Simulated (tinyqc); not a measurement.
A log to judge: regular and subregular solution with a miscibility gap. Computed by tinyqc. Command: `OMP_NUM_THREADS=1 python tinyqc.py 3019379 3019380 out.jsonl regsol walk`. One thread of a shared host (Intel(R) Xeon(R) Processor @ 2.30GHz), about 0.02 s of CPU time with the checks.

Per mole of mixing sites: G(x) = x (1 - x) [L0 + L1 (1 - 2x)] + R T [x ln x + (1 - x) ln(1 - x)], x the fraction of B.

Inputs (values chosen for the exercise, modelled on GaP(1-x)As(x)): lattice constant a_A = 5.451 angstrom; lattice constant a_B = 5.653 angstrom; constant K = 49600 kJ angstrom^2.5/mol; asymmetry L1 = 0 kJ/mol; temperature T = 203 K; start value s0 = 0.45.

Source of L0: delta-lattice-parameter rule.

Constants: R = 8.314462618 J/(mol K).

Method:
- A bonding enthalpy -K a^(-2.5) with a linear in x gives L0 = 4.375 K (a_A - a_B)^2/abar^4.5, abar the mean lattice constant; eta = (a_B - a_A)/abar.
- G' = L0 (1 - 2x) + L1 (1 - 6x + 6x^2) + R T ln[x/(1 - x)]; G'' = -2 L0 - 6 L1 (1 - 2x) + R T/[x (1 - x)].
- Common tangent: F1 = G'(x1) - G'(x2) = 0 and F2 = [G - x G'](x1) - [G - x G'](x2) = 0. Newton step: J = [[G''(x1), -G''(x2)], [-x1 G''(x1), x2 G''(x2)]], J dx = -F; a step that would leave 0 < x < 1 is halved until it stays inside. The start is x1 = s0, x2 = 1 - s0.
- Stop when the step is below 1e-12, or when x1 and x2 meet within 1e-5; residuals under 1e-7 are shown as 0.

Iteration:
```
step        x1        x2  F1 (kJ/mol)  F2 (kJ/mol)
1     0.450000  0.550000     0.113590   -0.0567948
2     0.502089  0.497911    -0.004840    0.0024201
```

Can the last value be used, and what does the course show?

No. x1 and x2 run together: x1 = x2 solves both equations trivially, and a start value inside the spinodal, where G'' < 0, can turn the steps inward. Reruns converge with start value s0 = 0.02; or with start value s0 = 0.3.
